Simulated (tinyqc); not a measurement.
## The Fermi level, mass and scattering length from S, n and sigma

Inverse problem. Bulk parabolic band, x = (E - Ec)/kB T, C = hbar^2/(2 m0), kB T in eV. Modes per area gv m kB T x/(4 pi C) times the back-scattering length l0 x^rr give the transport function s0 X(x), s0 = (2 q^2/h) gv m kB T l0/(4 pi C), X = x^(1 + rr). I_k = int X (x - eta)^k w dx, w = 1/(4 cosh^2((x - eta)/2)). sigma = s0 I_0, S = -(kB/q) I_1/I_0; n = 2 gv (m kB T/(4 pi C))^1.5 F(eta), F(y) = (2/sqrt(pi)) int_0^infinity sqrt(u)/(1 + exp(u - y)) du. Find eta, m and l0.

Values chosen for this exercise: temperature T = 700 K; valleys gv = 4; energy exponent of that length rr = 0.

Constants: q = 1.602176634e-19 C, kB = 1.380649e-23 J/K, hbar = 1.054571817e-34 J s, h = 6.62607015e-34 J s, m0 = 9.1093837015e-31 kg, Vt = kB T/q, hbar^2/(2 m0) = 0.0380998212 eV nm^2. Results are converted to the units shown.

S = -334.16197 uV/K
n = 1.5779884e19 cm^-3
sigma = 590.76810 S/cm

Solution. |S| falls steadily as eta rises and depends on nothing else, so it fixes eta; n then gives m, and sigma gives l0.

eta = -1.80
m = 0.430 m0
l0 = 23.0 nm

Numbers from tinyqc (`OMP_NUM_THREADS=1 python tinyqc.py 2800014 2800015 out.jsonl`; about 0.07 s on one thread of a shared Intel Xeon 2.30GHz).
